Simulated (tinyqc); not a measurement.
Activation against anneal temperature: dopants and charged point defects at anneal temperature: Fermi-level effect, clustering and pairing. Computed by tinyqc, a small Python program. Command: `OMP_NUM_THREADS=1 python tinyqc.py 3024883 3024884 out.jsonl pairing walk`. One thread of a shared host (Intel(R) Xeon(R) Processor @ 2.30GHz), about 0.02 s of CPU time with the checks.

Boltzmann statistics and full ionisation of active dopants. Energies are counted from the valence band; the defect (a vacancy or self-interstitial) has five charge states, with all degeneracy factors one.

Inputs (values chosen for the exercise, with bands modelled on silicon):
```
quantity                       value   unit
gap at 0 K E_g0                 1.16     eV
Varshni alpha               0.000457   eV/K
Varshni beta                     642      K
electron mass m_e              0.338    m_0
valleys M_c                        6      -
hole mass m_h                  0.829    m_0
anneal temperature T            1030      K
total dopant density N       6.9e+19  cm^-3
site density N_s             2.9e+22  cm^-3
dopant atoms per cluster k         3      -
cluster binding energy E_b      1.99     eV
```

Dopant: donor. Second part: clustering of the dopant.

Constants: m_0 = 9.1093837015e-31 kg; k_B = 1.380649e-23 J/K; h = 6.62607015e-34 J s; k_B = 8.617333262e-05 eV/K.

Method:
- E_g = E_g0 - alpha T^2/(T + beta).
- N_c = 2 M_c (2 pi m_e k_B T/h^2)^(3/2) and N_v = 2 (2 pi m_h k_B T/h^2)^(3/2), masses in units of m_0.
- n_i = sqrt(N_c N_v) exp(-E_g/2 k_B T); E_i = E_g/2 + (k_B T/2) ln(N_v/N_c).
- n = A/2 + sqrt(A^2/4 + n_i^2) for an active density A.
- k ionised dopants and k carriers form one neutral cluster: C = N_s (A/N_s)^k (n/N_b)^k exp(E_b/k_B T), N_b the effective density of states of the majority band, and N = A + k C (60 bisections in ln A between ln N - 90 and ln N).

Equilibrium activation:
```
T (K)  n_i (cm^-3)  active A (cm^-3)  clusters C (cm^-3)  active share
620     4.9921e+15        9.7583e+17          2.2675e+19       0.01414
720     3.1154e+16        2.5750e+18          2.2142e+19       0.03732
820     1.2896e+17        5.4077e+18          2.1197e+19       0.07837
930     4.4616e+17        1.0213e+19          1.9596e+19       0.14801
1030    1.1202e+18        1.6164e+19          1.7612e+19       0.23427
1130    2.4309e+18        2.3461e+19          1.5180e+19       0.34001
1240    5.0135e+18        3.2581e+19          1.2140e+19       0.47219
```

What does the comparison show, and why?

The active share goes from 0.0141 at 620 K to 0.472 at 1240 K, so a layer activated by a hot, short anneal is metastable and deactivates in later, cooler steps if the dopant can move. Over the first three rows, where most dopant is clustered, a fit of ln A rises with slope 0.375 eV against -1/k_B T, near E_b/(2k) = 0.332 eV plus 0.75 k_B T.
